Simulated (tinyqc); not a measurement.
Inside a calculation. Model: capacitance measurement on a leaky thin oxide: effects of series resistance and leakage.

tinyqc, about 0.01 s, one thread, Intel Xeon 2.30GHz (shared host): `OMP_NUM_THREADS=1 python tinyqc.py 2022044 2022045 out.jsonl` Printed values are rounded.

The device is a capacitance C in parallel with a leakage conductance G, in series with Rs and Ls. An impedance meter reports either a parallel pair (Cp, Gp) from Y = 1/Z = Gp + i w Cp or a series pair (Cs, Rm) from Z = Rm + 1/(i w Cs); w = 2 pi f, dissipation D = Gp/(w |Cp|).

Parameters, values chosen for the exercise; values of the order met in thin-oxide MOS capacitors:
```
symbol    value    unit                                                                 meaning
eox        25.4          relative permittivity of the gate insulator (close to zirconium oxide)
tox          10      nm                                                     insulator thickness
A           100    um^2                                                               gate area
zc         0.37      nm              oxide-equivalent thickness added by the accumulation layer
zp            0      nm                      oxide-equivalent thickness added by gate depletion
Jg      0.00037  A/cm^2              gate leakage current density, not matched to the thickness
Vs         0.31       V                               voltage for an e-fold rise of the leakage
Rs           17     ohm                                                       series resistance
Ls            0      nH                                                       series inductance
f           2e5      Hz                                                     measuring frequency
```

Constants: eps0 = 8.8541878128e-14 F/cm where lengths are in cm. Results are converted to the units shown.

## True capacitance and conductance

EOT = 3.9 tox/eox; CET = EOT + zc + zp; C = 3.9 eps0 A/CET; G = Jg A/Vs.

EOT = 1.53543 nm
CET = 1.90543 nm
C = 1.81226 pF
G = 0.00119355 uS

## What the meter reports

Z = Rs + i w Ls + 1/(G + i w C).

Z = (0.00247-4.39107i) x 1e5 ohm
Cp = 1.81226 pF
Gp = 0.00128172 uS
Cs = 1.81226 pF
D = 5.62811e-4

Cp is within 0.01 % of C and Cs is within 0.01 % of it; G Rs = 2.03e-8, w C Rs = 3.87e-5 and G/(w C) = 5.24e-4.
